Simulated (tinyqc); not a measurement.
Reverse leakage of an n+-p junction: diffusion, generation, trap-assisted and band-to-band tunnelling: one step of the calculation.

One-sided abrupt junction in the depletion approximation, x from the junction (0) to W on the p side, field F = F0 (1 - x/W). Flat quasi-Fermi levels, long p side. Traps generate through SRH with both lifetimes shortened by 1 + Gamma (Hurkx enhancement, form for moderate fields); band-to-band generation is local and needs a total bending above Eg.

Task. Field, scales and diffusion current. ni = sqrt(Nc Nv) exp(-Eg/(2 Vt)), Eg in volts; Vbi = Vt ln(Na Nd/ni^2); W = sqrt(2 eps0 eps_r (Vbi + VR)/(q Na)); F0 = 2 (Vbi + VR)/W; FG = sqrt(24 mt m0 (kB T)^3)/(q hbar); J_diff = q ni^2 sqrt(Dn/tau)(1 - exp(-VR/Vt))/Na.

Values chosen for this exercise; band and dielectric values close to those of silicon:

| symbol | value | unit | meaning |
|---|---|---|---|
| T | 400 | K | temperature |
| Eg | 1.11 | eV | band gap |
| eps_r | 11.9 |  | relative permittivity |
| Nc | 4.25e19 | cm^-3 | conduction-band density of states at T |
| Nv | 4.14e19 | cm^-3 | valence-band density of states at T |
| Na | 2.3e17 | cm^-3 | acceptor density of the lighter side |
| Nd | 1e20 | cm^-3 | donor density of the heavier side |
| tau | 1e-7 | s | SRH lifetime of both carriers at zero field |
| mt | 0.25 | m0 | tunnelling mass |
| Dn | 6.3 | cm^2/s | electron diffusion coefficient on the lighter side |
| VR | 2.1 | V | reverse bias |

Constants: q = 1.602176634e-19 C, kB = 1.380649e-23 J/K, hbar = 1.054571817e-34 J s, m0 = 9.1093837015e-31 kg, Vt = kB T/q, eps0 = 8.8541878128e-14 F/cm where lengths are in cm. Results are converted to the units shown.

Find: ni; Vbi; W; F0; FG; J_diff.

Result.

ni = 4.266e12 cm^-3
Vbi = 0.9605 V
W = 132.3 nm
F0 = 462.7 kV/cm
FG = 567.9 kV/cm
J_diff = 1.006e-7 A/cm^2

Range of the model: The n+ side is degenerate, so Vbi from Boltzmann statistics is only a guide.

tinyqc, about 0.01 s, one thread, Intel Xeon 2.30GHz (shared host): `OMP_NUM_THREADS=1 python tinyqc.py 2290045 2290046 out.jsonl`
